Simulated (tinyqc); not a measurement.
# From one set of inputs to another, one input at a time

Model: space-charge-limited current through a thin insulating or semi-insulating film with traps. Computed by tinyqc, a small Python program. Command: `OMP_NUM_THREADS=1 python tinyqc.py 3001522 3001523 out.jsonl sclc ladder`. One thread of a shared host (Intel(R) Xeon(R) Processor @ 2.30GHz), about 0.01 s of CPU time with the checks.

One ohmic injecting contact at x = 0 (field zero), drift only, non-degenerate free carriers.

The inputs printed are set A. Set A is modelled on semi-insulating GaN; the values taken over come from a set modelled on semi-insulating GaAs. Inputs not listed in the table keep their values of set A, so the rows need not describe a real material.

Inputs (values chosen for the exercise, modelled on semi-insulating GaN):
```
quantity                                            value        unit
permittivity eps                                      9.7           -
band mobility mu                                      330  cm^2/(V s)
effective density of states N_c                   2.2e+18      1/cm^3
trap density N_t                                  2.2e+14      1/cm^3
equilibrium Fermi level below the band edge, E_0      0.8          eV
thickness d                                          2300          nm
free density at the anode, in units of N_c        0.00046           -
temperature T                                         300           K
trap level E_t below the band edge                   0.46          eV
```

Traps: single level.

Constants: k_B = 8.617333262e-05 eV/K; e = 1.602176634e-19 C; eps_0 = 8.8541878128e-12 F/m.

Method:
- Free density n_0 = N_c exp(-E_0/k_B T) in equilibrium; trapped density n_t(n) = N_t/(1 + n_1/n), n_1 = N_c exp(-E_t/k_B T).
- theta = n/(n + n_t) at the anode density; trap-filled-limit voltage V_TFL = e (N_t - n_t(n_0)) d^2/(2 eps eps_0).
- J = e mu n F and (eps eps_0/e) dF/dx = n - n_0 + n_t(n) - n_t(n_0) = rho(n). With F = J/(e mu n): d = (eps eps_0 J/(e^2 mu)) I_1 and V = (eps eps_0 J^2/(e^3 mu^2)) I_2, I_k = int_(n_L)^infinity dn/(n^(k+1) rho(n)), n_L the density at the anode; with u = n_L/n, 200 Gauss-Legendre points in t, u = 1 - (1 - t)^2.
- Anode field J/(e mu n_L); Mott-Gurney current (9/8) eps eps_0 mu V^2/d^3; ohmic current e n_0 mu V/d.

Each row keeps all changes above it:
```
input moved                                    from       to  voltage V (V)       theta   V_TFL (V)
set A                                             -        -     1.4967e+01  8.2143e-01  1.0855e+00
thickness d (nm)                               2300       34     3.2706e-03  8.2143e-01  2.3721e-04
permittivity eps                                9.7     12.9     2.4593e-03  8.2143e-01  1.7837e-04
free density at the anode, in units of N_c  0.00046  4.3e-09     6.9004e-05  2.3016e-04  1.7837e-04
trap density N_t (1/cm^3)                   2.2e+14  7.3e+18     2.2885e+00  6.9380e-09  5.9186e+00
trap level E_t below the band edge (eV)        0.46     0.23     4.9599e-04  4.1235e-05  5.9186e+00
temperature T (K)                               300      400     5.3058e-05  3.8112e-04  5.9186e+00
band mobility mu (cm^2/(V s))                   330     4200     5.3058e-05  3.8112e-04  5.9186e+00
```

Which inputs carry the difference?

Voltage V goes from 15.0 to 5.31e-5, a factor 3.55e-6 in all. The largest single move comes from trap density N_t (a factor 33200), but it runs against the net change; the largest move in the direction of the net change is trap level E_t below the band edge (a factor 2.17e-4). Theta goes from 0.821 to 3.81e-4, a factor 4.64e-4 in all. The largest single move comes from trap density N_t (a factor 3.01e-5), and trap level E_t below the band edge works against it (a factor 5940). V_TFL goes from 1.09 to 5.92, a factor 5.45 in all. The largest single move comes from trap density N_t (a factor 33200), and thickness d works against it (a factor 2.19e-4). The single moves hold for this order of the switches; the total does not depend on the order.

Caution (rows set A, trap density N_t): mu V/d exceeds 1e7 cm/s, so velocity saturation would limit the current. Caution (rows thickness d, permittivity eps, free density at the anode, in units of N_c, trap level E_t below the band edge, temperature T, band mobility mu): V is below 10 k_B T/e, where diffusion from the contact, left out here, dominates.

Extremes, crossings and ranges named in words are read from the listed rows.
